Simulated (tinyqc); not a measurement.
Inside a calculation. Model: Born-Mayer model of an ionic crystal AB. Computed by tinyqc, a small Python program that keeps every step. Command: `OMP_NUM_THREADS=1 python tinyqc.py 3007416 3007417 out.jsonl bornmayer walk`. One thread of a shared host (Intel(R) Xeon(R) Processor @ 2.30GHz), about 0.01 s of CPU time with the checks. Intermediate numbers are printed to about 6 digits and carried at full precision; extremes and crossings named in words are read from the listed rows.

Energies are per ion pair and r is the nearest distance of unlike ions.

Inputs (values chosen for the exercise, for a model salt):

| quantity | value | unit |
|---|---|---|
| ionic charge z | 2 | - |
| unlike repulsion lambda | 774 | eV |
| range rho | 0.347 | angstrom |
| like repulsion lambda2 | 190 | eV |
| dispersion C between like ions | 5.1 | eV angstrom^6 |
| pressure P | 2 | GPa |

Structure: zinc blende. Short range: with like-ion terms.

Constants: e^2/(4 pi eps_0) = 14.39964548 eV angstrom; 1 eV/angstrom^3 = 160.2176634 GPa.

## Equilibrium distance at zero pressure

Madelung constant M, unlike neighbours z1, like neighbours z2 at f r, volume per pair: rock salt 1.747565, 6, 12, sqrt2, 2 r^3; caesium chloride 1.762675, 8, 6, 2/sqrt3, 8 r^3/(3 sqrt3); zinc blende 1.638055, 4, 12, sqrt(8/3), 16 r^3/(3 sqrt3). U(r) = -M z^2 e^2/(4 pi eps_0 r) + z1 lambda exp(-r/rho) + z2 [lambda2 exp(-f r/rho) - C/(f r)^6] (one mean like-ion term for both sublattices). Newton steps on g(r) = U'(r), from r = 9 rho: r(new) = r - U'(r)/U''(r), with the move limited to 0.3 angstrom. Where U'' is negative, move 0.3 angstrom downhill. Stop when |U'| is below 1e-9.

Newton steps:

| step | r (angstrom) | U' (eV/angstrom) | U'' (eV/angstrom^2) |
|---|---|---|---|
| 1 | 3.12300 | 8.57494e+00 | -3.0161 |
| 2 | 2.82300 | 9.22049e+00 | -0.8025 |
| 3 | 2.52300 | 8.57159e+00 | 6.4028 |
| 4 | 2.22300 | 4.12653e+00 | 26.4931 |
| 5 | 2.06724 | -1.51797e+00 | 47.7451 |
| 6 | 2.09903 | -8.46694e-02 | 42.5074 |
| 7 | 2.10103 | -3.09861e-04 | 42.1966 |
| 8 | 2.10103 | -4.19347e-09 | 42.1955 |
| 9 | 2.10103 | -6.82787e-15 | 42.1955 |

equilibrium distance r0 = 2.10103 angstrom

## Terms of the lattice energy

The formulas are those given above.

terms (eV): Coulomb -44.9063, unlike repulsion 7.2646, like repulsion 0.1158, dispersion -0.0375

lattice energy U = -37.5634 eV per pair

The short-range terms together cancel 16.4 % of the Coulomb energy.

## Bulk modulus

B = U''(r0)/(9 c r0), with the volume written as c r^3.

U''(r0) = 42.1955 eV/angstrom^2

bulk modulus B = 116.108 GPa

## Under pressure

With the volume written as c r^3, under pressure take the root at the minimum of the enthalpy and solve U'(r) + 3 c r^2 P = 0; H = U + P V; B = (U'' - 2 U'/r)/(9 c r).

distance at P = 2.08936 angstrom

volume at P = 28.0852 angstrom^3

enthalpy at P = -37.2099 eV per pair

bulk modulus at P = 123.210 GPa

The volume shrinks by 1.66 %, against P/B = 1.72 % in linear elasticity: the crystal stiffens.

## Three structures under pressure

The formulas are those given above.

Enthalpy (eV per pair):

| P (GPa) | rock salt | caesium chloride | zinc blende |
|---|---|---|---|
| 0 | -37.4864 | -35.8627 | -37.5634 |
| 2 | -37.1914 | -35.5881 | -37.2099 |
| 5 | -36.7556 | -35.1819 | -36.6902 |
| 10 | -36.0457 | -34.5188 | -35.8491 |
| 20 | -34.6787 | -33.2382 | -34.2462 |
| 40 | -32.1130 | -30.8235 | -31.2813 |
| 70 | -28.5725 | -27.4729 | -27.2564 |
| 100 | -25.2998 | -24.3609 | -23.5855 |

volumes at zero pressure (angstrom^3): rock salt 23.7822, caesium chloride 22.1250, zinc blende 28.5586

At zero pressure the order is zinc blende < rock salt < caesium chloride. Between 2 and 5 GPa the lowest enthalpy passes from zinc blende to rock salt. Pressure favours the denser structure, through P V. The Madelung constants, the number of repulsive contacts and the volumes (23.8, 22.1, 28.6 angstrom^3 at P = 0) all matter. Caution: rigid ions with fixed charges leave out polarisation and covalency, so such models often misplace transition pressures.

Checks made by the program: Madelung constant against an Ewald sum (relative difference 3e-08); Newton against bracketing (relative difference below 1e-10).
